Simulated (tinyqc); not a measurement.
Inside a calculation. Method: one-electron ion in a basis of Gaussians. One step of it, computed by the program tinyqc.

Problem. Generalised eigenproblem. Solve H C = S C e through S^(-1/2); each column has its largest component positive (the first on a tie).

H = T + V (hartree), lower triangle:
```
           1          2         3
1  -1.384986
2  -1.559194  -1.665084
3  -1.489672  -1.851743  1.042262
```

S, lower triangle:
```
          1         2         3
1  1.000000
2  0.717336  1.000000
3  0.325261  0.717412  1.000000
```

Give: eigenvalues of S; eigenvalues; coefficients.

Solution.

eigenvalues of S: 0.1352  0.6747  2.1901

eigenvalues (hartree): -1.9616  0.1010  7.2817

coefficients:
```
        1        2        3
1  0.4266   1.3467  -0.6590
2  0.5142  -1.1209   1.7194
3  0.1970  -0.1131  -1.5423
```

For Z = 2 and l = 0 the exact lowest level is -Z^2/(2 n^2) with n = l + 1: -2.000000 hartree.
